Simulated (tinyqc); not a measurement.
Changing the density-of-states mass m: single-band model of a thermoelectric material. Computed by tinyqc, a small Python program. Command: `OMP_NUM_THREADS=1 python tinyqc.py 3015274 3015275 out.jsonl thermo sweep`. One thread of a shared host (Intel(R) Xeon(R) Processor @ 2.30GHz), about 0.04 s of CPU time with the checks.

One spherical band, one scattering law, no minority carriers and no phonon drag. In a real material minority carriers limit |S| to about E_g/(2 e T), so larger values are formal. eta = E_F/(k_B T) is counted from the band edge; f = 1/(1 + exp(x - eta)).

Inputs (values chosen for the exercise, for a model material): mobility parameter mu_300 = 280 cm^2/(V s); temperature exponent p = 1.5; lattice thermal conductivity kappa_L = 3.7 W/(m K); carrier density n = 5.5e+19 1/cm^3; temperature T = 1090 K.

Band: parabolic. Scattering: constant relaxation time, r = 0.

Constants: m_0 = 9.1093837015e-31 kg; k_B = 1.380649e-23 J/K; hbar = 1.054571817e-34 J s; k_B = 8.617333262e-05 eV/K; e = 1.602176634e-19 C.

Method:
- With x = E/(k_B T), a = alpha k_B T (0 for a parabolic band), G = x (1 + a x), D = 1 + 2 a x and <y> = int y f (1 - f) dx, f = 1/(1 + exp(x - eta)): tau = tau_0 G^r/D; transport function s = G^(3/2 + r)/D^2; n = N_0 <G^(3/2)> with N_0 = (2 m k_B T)^(3/2)/(3 pi^2 hbar^3).
- Integrals over x = E/(k_B T) use 160 Gauss-Legendre points in u = sqrt(x) from 0 to sqrt(max(eta, 0) + 32).
- Solve for eta.
- sigma = e mu_0 N_0 <s> with mu_0 = e tau_0/m = mu_300 (T/300 K)^(-p); |S| = (k_B/e)(<x s>/<s> - eta); Lorenz number L = (k_B/e)^2 (<x^2 s>/<s> - (<x s>/<s>)^2); kappa_e = L sigma T; zT = S^2 sigma T/(kappa_L + kappa_e).
- Hall factor r_H = <G^(3/2)> <G^(3/2 + 2r)/D^4>/<s>^2; drift mobility sigma/(n e) with n = N_0 <G^(3/2)>; power factor S^2 sigma.
- Quality factor B = (k_B/e)^2 e mu_0 N_0 T/kappa_L; zT and the power factor are maximised over eta between -8 and 30.

One run for each value; columns: (1) density-of-states mass m (m_0); (2) Seebeck coefficient |S| (microvolt/K); (3) largest power factor (microwatt/(cm K^2)); (4) density of the largest zT (1/cm^3); (5) largest zT:
```
(1)      (2)     (3)         (4)     (5)
0.20  130.37    6.06  3.3782e+19  0.1533
0.30  172.64   11.12  5.0589e+19  0.2591
0.44  216.40   19.76  7.1379e+19  0.4138
0.66  265.27   36.30  9.9104e+19  0.6574
0.98  314.42   65.68  1.3207e+20  0.9975
1.40  359.52  112.15  1.6687e+20  1.4113
3.20  465.35  387.55  2.6468e+20  2.8493
```

Give the missing row, density-of-states mass m (m_0) = 2.20.

Computed row; columns: (1) density-of-states mass m (m_0); (2) Seebeck coefficient |S| (microvolt/K); (3) largest power factor (microwatt/(cm K^2)); (4) density of the largest zT (1/cm^3); (5) largest zT:
```
(1)      (2)     (3)         (4)     (5)
2.20  417.23  220.92  2.1755e+20  2.1074
```

Interpolating between the two neighbouring rows (the first column on a logarithmic scale, the others too where they are positive) misses most in largest zT, by 1.7 %. Over the rows, Seebeck coefficient |S| (microvolt/K) rises from 130 to 465 (exponent d ln y / d ln x 0.69 between the first rows and 0.29 between the last); largest power factor (microwatt/(cm K^2)) rises from 6.06 to 388 (exponent d ln y / d ln x about 1.5 throughout); density of the largest zT (1/cm^3) rises from 3.38e19 to 2.65e20 (exponent d ln y / d ln x 1.00 between the first rows and 0.52 between the last). The exponent of largest power factor stays at 1.5: at fixed mu_0 the power factor scales with N_0. mu_300 is held fixed, which is what more valleys give; a heavier single valley would lose mobility as m^(-5/2) under acoustic scattering.

Caution (rows 3.20): at so low a doping minority carriers, left out here, would cut S in a narrow-gap material.

Extremes, crossings and ranges named in words are read from the listed rows.
